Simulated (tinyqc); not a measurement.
Moving the second set by strain or alloying: electrons shared among three sets of ellipsoidal valleys.

F_j(eta) = (1/Gamma(j + 1)) integral_0^infinity x^j dx/(1 + exp(x - eta)), which tends to exp(eta) for eta << 0.

Sets Gamma, L, X: N_i = M_i times N = 2 (m kB T/(4 pi c))^(3/2) with c = hbar^2/2m0, in 1/angstrom^3; times 1e24 for 1/cm^3, m = (ml mt^2)^(1/3); n = sum_i N_i F_1/2((EF - dE_i)/kT), energies from the edge of the first set; mu_drift = sum of share times mobility.

Constants: hbar^2/2m0 = 3.80998211 eV angstrom^2; kB = 8.617333262e-05 eV/K.

Values chosen for the exercise (masses and offsets near those of InP; mobilities are free inputs, held fixed; the results hold for these values, not for the real material):
- dE = (0, 0.732, 0.921) eV (edges of Gamma, L, X above the first)
- M = (1, 4, 3) (valleys in each set)
- ml = (0.082, 1.856, 1.271) m0 (longitudinal masses of Gamma, L, X)
- mt = (0.082, 0.1319, 0.2759) m0 (transverse masses)
- mu = (4900, 480, 240) cm^2/(V s) (mobility of each set)
- n = 1.3e+17 1/cm^3 (total electron density)
- T = 300 K

The second entry of dE is replaced by the values listed; a negative value puts that set lowest.

Populations:

| offset (eV) | EF (eV) | share Gamma | share L | share X | mu_drift |
|---|---|---|---|---|---|
| -0.100 | -0.2275 | 0.0007 | 0.9993 | 0.0000 | 483 |
| 0.000 | -0.1283 | 0.0316 | 0.9684 | 0.0000 | 620 |
| 0.025 | -0.1046 | 0.0788 | 0.9212 | 0.0000 | 829 |
| 0.050 | -0.0827 | 0.1825 | 0.8175 | 0.0000 | 1287 |
| 0.100 | -0.0511 | 0.5990 | 0.4010 | 0.0000 | 3127 |
| 0.150 | -0.0397 | 0.9097 | 0.0903 | 0.0000 | 4501 |
| 0.200 | -0.0375 | 0.9858 | 0.0142 | 0.0000 | 4837 |
| 0.300 | -0.0371 | 0.9997 | 0.0003 | 0.0000 | 4899 |

Give the missing row, offset (eV) = -0.050.

Computed row:
```
offset (eV)  EF (eV)  share Gamma  share L  share X  mu_drift
-0.050       -0.1776       0.0047   0.9953   0.0000       501
```

The share of Gamma goes from 0.001 to 1.000 and the mean mobility from 483 to 4899 cm^2/(V s). Gamma and L hold equal numbers between offset = 0.05 and 0.1 eV. The share of X is at most 1.4e-14. With Boltzmann statistics the first two sets are equal at kT ln(N_2/N_1) = 0.0884 eV.

Computed by tinyqc, a small Python program: `OMP_NUM_THREADS=1 python tinyqc.py 1681593 1681594 out.jsonl` (the numbers bound the seed that draws the inputs); one thread of a shared host (Intel(R) Xeon(R) Processor @ 2.30GHz), about 0.02 s for the whole set of steps.
